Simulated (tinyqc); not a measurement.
Floating body of a partially depleted SOI transistor: body voltage and kink: transfer curve and swing.

Source at 0 V. Channel current Ic = 2 nf K Vt^2 [F(0) - F(Vd)](1 + la Vd), F(V) = ln^2(1 + exp((Vg - VT - nf V)/(2 nf Vt))), VT = VT0 - gb Vb. Saturation voltage Vs = 2 Vt sqrt(F(0)) + 3 Vt, excess Ve = (Vd - Vs + sqrt((Vd - Vs)^2 + 0.0004 V^2))/2, multiplication M1 = Ai Ve exp(-Bl/Ve). Each junction passes D(v) = J1 (exp(v/Vt) - 1) + J2 (exp(v/(2 Vt)) - 1). Bipolar current Ib = bb J1 (exp(Vb/Vt) - 1). The body settles where M1 (Ic + Ib) = D(Vb) + D(Vb - Vd) + Vb/Rb; drain current Id = (1 + M1)(Ic + Ib) - D(Vb - Vd).

Rows with more than one solution for Vb (latch) are left out; dId/dVd by a forward difference over 1e-4 V, swing = 1e-4 V over the change of log10 Id; M1 under 1e-12 is printed as 0.

Parameters, values chosen for the exercise; values of the order met in partially depleted silicon-on-insulator transistors: temperature T = 358 K; threshold at zero body voltage VT0 = 0.38 V; fall of the threshold per volt of body voltage gb = 0.24; slope factor nf = 1.26; gain factor per width K = 140 uA/(V^2 um); channel-length modulation factor la = 0.04 1/V; impact-ionisation prefactor Ai = 2.13 1/V; impact-ionisation voltage Bl = 7.7 V; diffusion saturation current of each junction J1 = 2.7e-11 uA/um; recombination saturation current of each junction J2 = 1.9e-7 uA/um; gain of the lateral bipolar transistor on the diffusion current bb = 0; resistance of a weak body tie to the source (1e9 stands for no tie, and the term is then dropped) Rb = 1e9 kohm um; drain voltage Vd = 1.7 V.

Constants: q = 1.602176634e-19 C, kB = 1.380649e-23 J/K, Vt = kB T/q. Results are converted to the units shown.

Transfer curve and swing:
columns A: Vg (V); B: Vb (V); C: M1; D: Id, floating (uA/um); E: Id, grounded (uA/um); F: ratio; G: swing, floating (mV/decade); H: swing, grounded (mV/decade)
```
A            B         C         D         E      F      G      H
-0.07  0.06208   0.02844  5.248e-6  3.639e-6  1.442  83.52  94.57
0.03    0.1943   0.02834  1.476e-4  4.502e-5  3.279  59.47  90.38
0.13    0.4166   0.02761  0.006774  5.709e-4  11.87  65.52  91.32
0.23    0.5524   0.02491    0.1268  0.006776  18.71  97.67  95.76
0.33    0.6148   0.01999    0.8293   0.06564  12.63  158.0  109.9
0.43    0.6444   0.01466     2.656    0.4162  6.382  248.8  145.9
0.53    0.6581   0.01017     5.738     1.556  3.688  357.9  212.7
0.63    0.6631  0.006745     10.02     3.847  2.604  474.8  304.8
0.73    0.6623  0.004268     15.44     7.367  2.096  594.5  411.0
```

Read the table: what changes, and by how much?

Vb goes from 0.0621 through a maximum of 0.663 (at Vg = 0.63 V among the rows listed) to 0.662 V. The smallest swing among the rows is 59.5 mV a decade with a floating body (at Vg = 0.03 V) and 90.4 with a grounded one; Vt ln 10 = 71.0. The floating swing is smaller by more than 3 % for Vg = -0.07, 0.03, 0.13 V, where the rising Vb lowers the threshold as Vg rises. In the first row the floating body raises the current by a factor of 1.44.

Range of the model: The multiplication law is an empirical form chosen for the exercise; self-heating and capacitive coupling to the body are left out, and the linear laws are rough once Vb passes about 0.7 V or M1 about 0.1.

Program tinyqc, `OMP_NUM_THREADS=1 python tinyqc.py 2182173 2182174 out.jsonl`; Intel Xeon 2.30GHz, shared host, one thread, about 0.2 s.
